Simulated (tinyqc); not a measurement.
Two electrons on one impurity (helium-like model): one step. The minimum over a and b.

Units Ha* = 2 Ry m/eps^2 and a* = a0 eps/m. One electron is bound by Z^2/2. Two electrons in the singlet built from exp(-a r) and exp(-b r): S = 8 (ab)^(3/2)/(a + b)^3, h_aa = a^2/2 - Z a, h_bb alike, h_ab = S (ab/2 - Z (a + b)/2), J = ab (a^2 + 3ab + b^2)/(a + b)^3, K = 20 (ab)^3/(a + b)^5, E = (h_aa + h_bb + 2 S h_ab + J + K)/(1 + S^2). For a = b this is a^2 - 2 Z a + 5a/8. Real double donors are deeper, since the central cell is left out.

Values chosen for the exercise (out of a larger set: near those of impurities in Si; not measured data): Z = 2 (effective charge (1: D- centre, 2: double donor; other values mimic a central cell)).

Ha* = 58.58007 meV
a* = 20.4843 angstrom
E with equal orbitals = -2.8476562 Ha*

Problem. Give a, b, E, both binding energies and U, their difference.

Give: a, b; E; binding of the first and second electron; U.

Solution.

a, b (1/a*): [2.183, 1.189]

E = -2.87566 Ha*

binding of the first and second electron (meV): [117.16, 51.30]

U = 65.86 meV

Letting one electron stay close and the other roam (decay lengths 9 and 17 angstrom) gains 1.64 meV. The exact value for Z = 2 is -2.90372, 1.64 meV lower.

Computed by tinyqc, a small Python program: `OMP_NUM_THREADS=1 python tinyqc.py 1282793 1282794 out.jsonl` (the numbers bound the seed that draws the inputs); one thread of a shared host (Intel(R) Xeon(R) Processor @ 2.30GHz), about 0.05 s for the whole set of steps.
